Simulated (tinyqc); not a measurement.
# Lifetime from the low-frequency admittance

Problem. At low frequency a p+-n diode with a base of width wb has C_diff/G = (tau/2)(1 - 2 x/sinh 2x), x = wb/sqrt(Dp tau). Find tau, x and the limit of C_diff/G for infinite lifetime, wb^2/(3 Dp).

Inputs (values chosen for the exercise):
- Dp = 1.7 cm^2/s (hole diffusion coefficient)
- wb = 2.3 um (width of the neutral base)

G = 8.6647488 S/cm^2
C_diff = 0.077226131 uF/cm^2

Answer. The ratio rises steadily with tau from tau/2 (long base) towards wb^2/(3 Dp) (short base), so one lifetime matches as long as the ratio is below that limit.

tau = 9.000e-8 s
x = 0.5880
limit of C_diff/G = 1.037e-8 s

tinyqc, about 0.01 s, one thread, Intel Xeon 2.30GHz (shared host): `OMP_NUM_THREADS=1 python tinyqc.py 2890174 2890175 out.jsonl`
